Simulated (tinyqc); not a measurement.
Against the Fermi level: single-band model of a thermoelectric material. Computed by tinyqc, a small Python program. Command: `OMP_NUM_THREADS=1 python tinyqc.py 3007163 3007164 out.jsonl thermo walk`. One thread of a shared host (Intel(R) Xeon(R) Processor @ 2.30GHz), about 0.01 s of CPU time with the checks.

One spherical band, one scattering law, no minority carriers and no phonon drag. In a real material minority carriers limit |S| to about E_g/(2 e T), so larger values are formal. eta = E_F/(k_B T) is counted from the band edge; f = 1/(1 + exp(x - eta)).

Inputs (values chosen for the exercise, modelled on n-type Mg3Sb2):
```
quantity                              value        unit
density-of-states mass m                1.1         m_0
mobility parameter mu_300               250  cm^2/(V s)
temperature exponent p                  2.5           -
lattice thermal conductivity kappa_L   0.76     W/(m K)
temperature T                           380           K
```

Band: parabolic. Scattering: acoustic phonons, r = -0.5.

Constants: k_B = 8.617333262e-05 eV/K; e = 1.602176634e-19 C; m_0 = 9.1093837015e-31 kg; k_B = 1.380649e-23 J/K; hbar = 1.054571817e-34 J s.

Method:
- With x = E/(k_B T), a = alpha k_B T (0 for a parabolic band), G = x (1 + a x), D = 1 + 2 a x and <y> = int y f (1 - f) dx, f = 1/(1 + exp(x - eta)): tau = tau_0 G^r/D; transport function s = G^(3/2 + r)/D^2; n = N_0 <G^(3/2)> with N_0 = (2 m k_B T)^(3/2)/(3 pi^2 hbar^3).
- Integrals over x = E/(k_B T) use 160 Gauss-Legendre points in u = sqrt(x) from 0 to sqrt(max(eta, 0) + 32).
- sigma = e mu_0 N_0 <s> with mu_0 = e tau_0/m = mu_300 (T/300 K)^(-p); |S| = (k_B/e)(<x s>/<s> - eta); Lorenz number L = (k_B/e)^2 (<x^2 s>/<s> - (<x s>/<s>)^2); kappa_e = L sigma T; zT = S^2 sigma T/(kappa_L + kappa_e).

The same material at other dopings:
```
eta  n (1/cm^3)  |S| (microvolt/K)  sigma (S/cm)  power factor (microwatt/(cm K^2))       zT
-4   7.5107e+17             517.82    1.2499e+01                              3.352  0.16604
-3   2.0196e+18             432.97    3.3461e+01                              6.273  0.30599
-2   5.3364e+18             350.24    8.7412e+01                             10.723  0.50296
-1   1.3529e+19             272.49    2.1573e+02                             16.018  0.68661
0    3.1579e+19             204.50    4.7735e+02                             19.963  0.72070
1    6.5030e+19             150.88    9.0441e+02                             20.587  0.57855
2    1.1654e+20             112.39    1.4648e+03                             18.502  0.39209
4    2.6874e+20              68.22    2.7672e+03                             12.877  0.16518
6    4.7242e+20              46.95    4.1337e+03                              9.110  0.08086
10   9.9402e+20              28.35    6.8868e+03                              5.533  0.03028
```

|S| falls and sigma rises with eta, so their product S^2 sigma peaks: among these rows at eta = 1, and zT at eta = 0, where |S| = 205 microvolt/K. zT stays above 90 % of its best row from n = 1.4e19 to 3.2e19 per cm^3.

Extremes, crossings and ranges named in words are read from the listed rows.
